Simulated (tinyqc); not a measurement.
Worked calculation: CIS and TDHF on RHF in the sto-3g basis, frozen core, for BeH2, spin multiplicity 1. One step of it, computed by the program tinyqc.

Problem. TDHF (RPA) triplet states. B(ia,jb) = - (ib|ja); the squared energies are the eigenvalues of (A - B)(A + B); 1 hartree = 27.211386 eV.

CIS matrix A, triplet (hartree):
```
,2>4,2>5,2>6,2>7,3>4,3>5,3>6,3>7
2>4,0.290877,0.000000,0.000000,0.000000,0.000000,0.000000,0.000000,0.000000
2>5,0.000000,0.290877,0.000000,0.000000,0.000000,0.000000,0.000000,0.000000
2>6,0.000000,0.000000,0.463368,0.000000,0.000000,0.000000,0.000000,-0.141503
2>7,0.000000,0.000000,0.000000,0.844938,0.000000,0.000000,-0.141503,0.000000
3>4,0.000000,0.000000,0.000000,0.000000,0.266663,0.000000,0.000000,0.000000
3>5,0.000000,0.000000,0.000000,0.000000,0.000000,0.266663,0.000000,0.000000
3>6,0.000000,0.000000,0.000000,-0.141503,0.000000,0.000000,0.413036,0.000000
3>7,0.000000,0.000000,-0.141503,0.000000,0.000000,0.000000,0.000000,0.788038
```

Two-electron integrals over orbitals (pq|rs), unique and non-zero (hartree); the lowest 1 orbital is frozen and left out:
```
p,q,r,s,(pq|rs)
2,2,2,2,0.386761
3,2,3,2,0.162000
3,3,2,2,0.399550
3,3,3,3,0.422852
4,2,4,2,0.048328
4,3,4,3,0.013599
4,4,2,2,0.361573
4,4,3,3,0.346546
4,4,4,4,0.449859
5,2,5,2,0.048328
5,3,5,3,0.013599
5,4,5,4,0.024249
5,5,2,2,0.361573
5,5,3,3,0.346546
5,5,4,4,0.401360
5,5,5,5,0.449859
6,2,2,2,-0.019681
6,2,3,3,-0.043955
6,2,4,4,0.059786
6,2,5,5,0.059786
6,2,6,2,0.080183
6,3,3,2,-0.093117
6,3,6,3,0.084756
6,4,4,2,0.047051
6,4,6,4,0.050288
6,5,5,2,0.047051
6,5,6,5,0.050288
6,6,2,2,0.387072
6,6,3,3,0.398164
6,6,4,4,0.360627
6,6,5,5,0.360627
6,6,6,2,-0.031000
6,6,6,6,0.403041
7,2,3,2,-0.041689
7,2,6,3,0.061756
7,2,7,2,0.056868
7,3,2,2,-0.002291
7,3,3,3,-0.018808
7,3,4,4,0.064833
7,3,5,5,0.064833
7,3,6,2,0.075706
7,3,6,6,-0.023007
7,3,7,3,0.084662
7,4,4,3,0.013551
7,4,7,4,0.016775
7,5,5,3,0.013551
7,5,7,5,0.016775
7,6,3,2,0.141503
7,6,6,3,-0.093256
7,6,7,2,-0.051642
7,6,7,6,0.138776
7,7,2,2,0.414754
7,7,3,3,0.432413
7,7,4,4,0.384773
7,7,5,5,0.384773
7,7,6,2,-0.027714
7,7,6,6,0.423868
7,7,7,3,-0.003463
7,7,7,7,0.472253
```

Give: TDHF matrix B, triplet; squared energies w^2; TDHF energies from the positive w^2.

Solution.

TDHF matrix B, triplet (hartree):
```
,2>4,2>5,2>6,2>7,3>4,3>5,3>6,3>7
2>4,-0.0483,0.0000,0.0000,0.0000,0.0000,0.0000,0.0000,0.0000
2>5,0.0000,-0.0483,0.0000,0.0000,0.0000,0.0000,0.0000,0.0000
2>6,0.0000,0.0000,-0.0802,0.0000,0.0000,0.0000,0.0000,-0.0618
2>7,0.0000,0.0000,0.0000,-0.0569,0.0000,0.0000,-0.0757,0.0000
3>4,0.0000,0.0000,0.0000,0.0000,-0.0136,0.0000,0.0000,0.0000
3>5,0.0000,0.0000,0.0000,0.0000,0.0000,-0.0136,0.0000,0.0000
3>6,0.0000,0.0000,0.0000,-0.0757,0.0000,0.0000,-0.0848,0.0000
3>7,0.0000,0.0000,-0.0618,0.0000,0.0000,0.0000,0.0000,-0.0847
```

squared energies w^2 (hartree^2): 0.0709  0.0709  0.0823  0.0823  0.1202  0.1520  0.7025  0.7825

TDHF energies from the positive w^2 (eV): 7.2468  7.2468  7.8052  7.8052  9.4334  10.6100  22.8074  24.0710
